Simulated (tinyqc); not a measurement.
LCCD on RHF in the 3-21g basis, for H3+, spin multiplicity 1, step by step. One step of it, computed by the program tinyqc.

Task: Iteration 6 (converged): orbitals. Diagonalise F' = X^T F X, C = X C', fill 1 alpha and 1 beta electrons from the bottom; D = 2 C_occ C_occ^T. Each column has its largest component positive (the first on a tie).

converged F (hartree):
```
           1H 1s      1H 2s      2H 1s      2H 2s      3H 1s      3H 2s
1H 1s  -0.239966  -0.691591  -0.413461  -0.537478  -0.413281  -0.537376
1H 2s  -0.691591  -0.725942  -0.537478  -0.671780  -0.537344  -0.671700
2H 1s  -0.413461  -0.537478  -0.239966  -0.691591  -0.413281  -0.537376
2H 2s  -0.537478  -0.671780  -0.691591  -0.725942  -0.537344  -0.671700
3H 1s  -0.413281  -0.537344  -0.413281  -0.537344  -0.239893  -0.691510
3H 2s  -0.537376  -0.671700  -0.537376  -0.671700  -0.691510  -0.725865
```

X:
```
           1H 1s      1H 2s      2H 1s      2H 2s      3H 1s      3H 2s
1H 1s   1.243644  -0.496754   0.007112   0.010016   0.007168   0.010025
1H 2s  -0.496754   1.698694   0.010016  -0.410639   0.010008  -0.410387
2H 1s   0.007112   0.010016   1.243644  -0.496754   0.007168   0.010025
2H 2s   0.010016  -0.410639  -0.496754   1.698694   0.010008  -0.410387
3H 1s   0.007168   0.010008   0.007168   0.010008   1.243643  -0.496744
3H 2s   0.010025  -0.410387   0.010025  -0.410387  -0.496744   1.698491
```

Give: F' = X^T F X; orbital energies; coefficients C; D after iteration 6.

Result:

F' = X^T F X (hartree):
```
        1       2       3       4       5       6
1   0.283  -0.610  -0.161  -0.118  -0.161  -0.118
2  -0.610  -0.031  -0.118  -0.164  -0.118  -0.164
3  -0.161  -0.118   0.283  -0.610  -0.161  -0.118
4  -0.118  -0.164  -0.610  -0.031  -0.118  -0.164
5  -0.161  -0.118  -0.161  -0.118   0.283  -0.610
6  -0.118  -0.164  -0.118  -0.164  -0.610  -0.031
```

orbital energies (hartree): MO1 -1.060, MO2 -0.228, MO3 -0.228, MO4 0.662, MO5 0.805, MO6 0.805

coefficients C:
```
         MO1     MO2     MO3     MO4     MO5     MO6
1H 1s  0.252  -0.131   0.228   0.735   0.529  -0.917
1H 2s  0.214  -0.572   0.991  -0.536  -0.676   1.170
2H 1s  0.252  -0.131  -0.228   0.735   0.529   0.917
2H 2s  0.214  -0.572  -0.991  -0.536  -0.676  -1.170
3H 1s  0.252   0.263   0.000   0.734  -1.059   0.000
3H 2s  0.214   1.144   0.000  -0.535   1.352   0.000
```

D after iteration 6:
```
       1H 1s  1H 2s  2H 1s  2H 2s  3H 1s  3H 2s
1H 1s  0.127  0.108  0.127  0.108  0.127  0.108
1H 2s  0.108  0.092  0.108  0.092  0.108  0.092
2H 1s  0.127  0.108  0.127  0.108  0.127  0.108
2H 2s  0.108  0.092  0.108  0.092  0.108  0.092
3H 1s  0.127  0.108  0.127  0.108  0.127  0.108
3H 2s  0.108  0.092  0.108  0.092  0.108  0.092
```
